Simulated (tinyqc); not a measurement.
## Via and link resistance from two via chains

Inverse problem. A chain of 2000 vias joined by 2000 metal links has R = 2000 (Rv + Rlink), with Rlink proportional to the link length. Find Rv, Rlink for length L, and the value of Rv that the short chain would give if the links were ignored.

resistance of chains of 2000 links with link lengths L and 3 L (ohm): 27000  66200

Solution. R per link is a straight line in the link length; its intercept at zero length is Rv.

Rv = 3.70 ohm
Rlink = 9.80 ohm
Rv without correction = 13.5 ohm

Numbers from tinyqc (`OMP_NUM_THREADS=1 python tinyqc.py 2750099 2750100 out.jsonl`; about 0.01 s on one thread of a shared Intel Xeon 2.30GHz).
